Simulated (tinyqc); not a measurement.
Configuration-coordinate model of a defect: Huang-Rhys factor and luminescence line shape: one step, computed by the program tinyqc. Command: `OMP_NUM_THREADS=1 python tinyqc.py 3016871 3016872 out.jsonl ccline walk`. One thread of a shared host (Intel(R) Xeon(R) Processor @ 2.30GHz), about 0.01 s of CPU time with the checks.

Ground state E_g(Q) = (1/2) omega_g^2 Q^2; excited state E_e(Q) = E_0 + (1/2) omega_e^2 (Q - dQ)^2 with omega_e = omega_g and E_0 = E_ZPL. Q is mass-weighted; the dipole does not depend on Q (Condon approximation).

Problem. Huang-Rhys factors and vertical energies. S = hbar omega dQ^2/(2 hbar^2/u) for each state; relaxation energy S hbar omega; absorption at E_0 + S_e hbar omega_e, emission at E_0 - S_g hbar omega_g; the Stokes shift is their difference.

Inputs (values chosen for the exercise, for a model defect in a wide-gap host): zero-phonon energy E_ZPL = 2.86 eV; displacement dQ = 0.984 u^(1/2) angstrom; ground-state phonon hbar omega_g = 52.1 meV.

Modes: equal frequencies in both states.

Constants: hbar^2/u = 4.18015928e-03 eV angstrom^2.

Give: S_g; S_e; relaxation energy, ground state; relaxation energy, excited state; vertical absorption energy; vertical emission energy; Stokes shift.

Solution.

S_g = 6.0340

S_e = 6.0340

relaxation energy, ground state = 0.31437 eV

relaxation energy, excited state = 0.31437 eV

vertical absorption energy = 3.1744 eV

vertical emission energy = 2.5456 eV

Stokes shift = 0.62874 eV

The coupling is strong: a broad band, with almost no zero-phonon line.
